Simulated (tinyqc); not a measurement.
Gated graphene: carriers, quantum capacitance and optical conductivity, step by step. Values are carried at full precision from step to step, so a last printed digit may differ when a step is redone from the rounded ones.

Cones E = +/- hv |k|, four flavours, D(E) = 2|E|/(pi hv^2). n = (2/pi)(kT/hv)^2 F_1(mu/kT), p = (2/pi)(kT/hv)^2 F_1(-mu/kT), in 1/angstrom^2 (1e16 for 1/cm^2); F_1(eta) = integral_0^infinity x dx/(1 + exp(x - eta)). Cq/e^2 = d(n - p)/d mu = (2 kT/(pi hv^2)) ln(2 + 2 cosh(mu/kT)).

Gate: V = mu/e + e (n - p)/Cox with Cox/e^2 = k/(4 pi e2 t), t in angstrom, e2 = e^2/(4 pi eps0); 1/(eV angstrom^2) in C/e^2 equals 1602.176634 microfarad/cm^2; total 1/C = 1/Cox + 1/Cq.

Constants: kB = 8.617333262e-05 eV/K; e^2/(4 pi eps0) = 14.39964547 eV angstrom; fine-structure constant alpha = 0.007297352564.

Values chosen for the exercise (Fermi velocity near that of graphene, gate dielectric near hBN; the results hold for these values, not for the real material):
- hv = 7.04 eV angstrom (hbar vF)
- T = 400 K
- k = 3.48 (dielectric constant of the gate layer)
- t = 5 nm (its thickness)
- V = -0.45 V (gate voltage from the neutrality point)
- E = 0.421 eV (photon energy)
- Gm = 10 meV (intraband damping)

## Chemical potential at the gate voltage

Solve the gate equation for mu.

Cox = 0.6163 microfarad/cm^2
mu = -0.1252 eV
n = 4.01e+09 1/cm^2
p = 1.25e+12 1/cm^2

mu takes 27.8 % of the gate voltage; the zero-temperature rule |mu| = hv sqrt(pi |n - p|) gives 0.1395 eV.

## Quantum capacitance

1/(eV angstrom^2) in C/e^2 equals 1602.176634 microfarad/cm^2; 1/C = 1/Cox + 1/Cq.

Cq = 2.613 microfarad/cm^2
C = 0.4987 microfarad/cm^2
Cq at mu = 0 = 0.9834 microfarad/cm^2

C is 0.809 of Cox.

## Optical conductivity at one energy

Conductivity over sigma0 = e^2/(4 hbar): interband Re = sinh(E/2kT)/(cosh(mu/kT) + cosh(E/2kT)); intraband Re = (8 kT/pi) ln(2 cosh(mu/2kT)) Gm/(E^2 + Gm^2). A free sheet absorbs about pi alpha_f Re(sigma/sigma0), alpha_f the fine-structure constant (alpha among the constants).

Evaluate both parts and the absorption.

interband = 0.9223
intraband = 0.0091
absorption = 2.135 %

E is above 2|mu| = 0.2504 eV; at this temperature interband transitions are mostly open; the universal value is pi alpha_f = 2.293 %.

## Checks

- Cq/e^2 against the finite difference of n - p (1/(eV angstrom^2)): both 0.001631.

Computed by tinyqc, a small Python program: `OMP_NUM_THREADS=1 python tinyqc.py 1680004 1680005 out.jsonl` (the numbers bound the seed that draws the inputs); one thread of a shared host (Intel(R) Xeon(R) Processor @ 2.30GHz), about 0.01 s for the whole set of steps.
